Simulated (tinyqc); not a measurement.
# Equation-of-state fits to an energy-volume table made by a known binding curve, step by step

A worked calculation. Computed by tinyqc, a small Python program that keeps every step. Command: `OMP_NUM_THREADS=1 python tinyqc.py 3029924 3029925 out.jsonl eosfit walk`. One thread of a shared host (Intel(R) Xeon(R) Processor @ 2.30GHz), about 0.02 s of CPU time with the checks. Intermediate numbers are printed to about 5 digits and carried at full precision; extremes and crossings named in words are read from the listed rows.

With x = (V/V_0)^(1/3), the energy per atom is E = -D [1 + eta (x - 1)] exp(-eta (x - 1)), so that B0 = D eta^2/(9 V_0) and B' = 1 + 2 eta/3. B' = dB/dP at P = 0.

Inputs (values chosen for the exercise, for a model crystal):
```
quantity,value,unit
cohesive energy D,5.55,eV/atom
true volume V_0,10.3,angstrom^3/atom
stiffness eta,6.84,-
half-width of the volume window w,0.06,-
shift of the window centre s,-0.0033,-
points N,7,-
compression V/V_0 for the pressure test,0.75,-
```

Binding curve: universal binding. Noise: none.

Constants: 1 eV/angstrom^3 = 160.2176634 GPa.

## Exact values of the curve

B0 and B' from the formulas above; P = -dE/dV at V = c V_0 (c the compression chosen), from the curve itself.

exact B0 = 448.78 GPa

exact B' = 5.56

exact pressure at c V_0 = 278.75 GPa

## Energy-volume table

Table: V_j = V_0 [1 + s + w (2 j/(N - 1) - 1)], j = 0..N-1, rounded to 0.001; E_j from the curve, rounded to 1e-7 eV.

Table:
```
V (angstrom^3),E (eV)
9.648,-5.4833637
9.854,-5.5202142
10.060,-5.5417543
10.266,-5.5498417
10.472,-5.5461206
10.678,-5.5320480
10.884,-5.5089161
```

## Birch-Murnaghan fit

Third-order Birch-Murnaghan is a cubic in u = V^(-2/3): fit it by linear least squares, find the minimum, and take B0 = V E''(V), B' = -1 - V E'''/E'' there.

fitted E0 = -5.5500 eV

fitted V0 = 10.300 angstrom^3

fitted B0 = 448.49 GPa

fitted B' = 5.5480

root-mean-square residual = 0.0033486 meV

Against the exact curve V0 is off by 0.000 %, B0 by -0.07 % and B' by -0.2 %.

## Errors of the Birch-Murnaghan fit

Errors are fitted minus exact, relative; the pressure at c V_0 uses P = (3 B0/2) (x^7 - x^5) [1 + (3/4)(B' - 4)(x^2 - 1)], x = (V0/V)^(1/3) with the fitted values.

error of B0 = -0.065455 %

error of B' = -0.21600 %

fitted pressure at c V_0 = 286.12 GPa

error of that pressure = 2.6434 %

## Vinet fit by Gauss-Newton steps

Vinet: E = E0 + (9 B0 V0/h^2) {1 + [h (1 - x) - 1] exp(h (1 - x))}, P = 3 B0 (1 - x) x^-2 exp(h (1 - x)), x = (V/V0)^(1/3), h = (3/2)(B' - 1). Gauss-Newton steps on (E0, V0, B0, B'): solve J d = r by least squares, r the residuals and J their derivatives (central differences, relative step 1e-5); start from the parabola fit in V with B' = 4; stop when all relative changes are below 1e-7.

Iterations:
```
step,E0 (eV),V0 (angstrom^3),B0 (GPa),B',rms residual (meV)
0,-5.5505,10.330,465.80,4.0000,3.2492e+00
1,-5.5499,10.301,446.95,5.5058,1.2451e-01
2,-5.5500,10.300,448.78,5.5602,5.0637e-04
3,-5.5500,10.300,448.78,5.5600,1.3971e-05
4,-5.5500,10.300,448.78,5.5600,1.3971e-05
```

B0, Vinet = 448.78 GPa

B', Vinet = 5.5600

The Vinet form is this binding curve itself, so without noise it returns the exact values but for the rounding of the table.

## Five forms on the same table

Murnaghan: E = E0 + (B0 V/B') [(V0/V)^B'/(B' - 1) + 1] - B0 V0/(B' - 1), P = (B0/B') [(V0/V)^B' - 1]. Birch-Murnaghan: E = E0 + (9 V0 B0/16) [y^3 B' + y^2 (2 - 4 y)], y = (V0/V)^(2/3) - 1; P = (3 B0/2) (x^7 - x^5) [1 + (3/4)(B' - 4)(x^2 - 1)], x = (V0/V)^(1/3). All are least-squares fits to the energies; for polynomials in V, B0 = V E'' and B' = -1 - V E'''/E'' at the minimum.

Fitted values:
```
form,V0 (angstrom^3),B0 (GPa),B',P at c V_0 (GPa)
exact,10.300,448.78,5.5600,278.75
parabola in V,10.330,465.80,-1.0000,-
cubic in V,10.299,454.55,5.6669,-
Murnaghan,10.300,447.42,5.5016,314.62
Birch-Murnaghan,10.300,448.49,5.5480,286.12
Vinet,10.300,448.78,5.5600,278.75
```

In B0 the Vinet form comes closest (0.00 %) and the parabola in V form misses most (+3.79 %). A parabola in V has no third derivative, so its B' is -1 by construction. At c V_0, beyond the window, the pressure errors are Murnaghan +12.9 %, Birch-Murnaghan +2.6 %, Vinet 0.0 %; Murnaghan keeps B linear in P and so runs too stiff under compression.

## The width of the window

The table is made anew for each w.

Errors (%):
```
w,"B0, parabola","B0, cubic","B0, Murnaghan","B0, Birch-Murnaghan","B0, Vinet","B', Birch-Murnaghan"
0.03,2.584,0.302,-0.072,-0.016,0,-0.147
0.05,3.299,0.884,-0.210,-0.045,0,-0.188
0.08,5.056,2.319,-0.539,-0.118,0,-0.286
0.12,8.727,5.352,-1.191,-0.267,0,-0.489
0.16,14.026,9.806,-2.055,-0.479,0,-0.779
0.22,25.421,19.656,-3.649,-0.916,0,-1.386
```

The Birch-Murnaghan error of B0 is smallest among these at w = 0.03 (0.016 % in size); it is 0.016 % at the narrowest and 0.916 % at the widest. This error comes from the form and grows with w. The Vinet form is the binding curve itself here, so its error comes from noise and rounding alone. At the widest window the errors of B0 are +25.4 % for the parabola and +19.7 % for the cubic in V.

Checks made by the program: nonlinear Birch-Murnaghan fit against the linear one (relative difference below 1e-10).
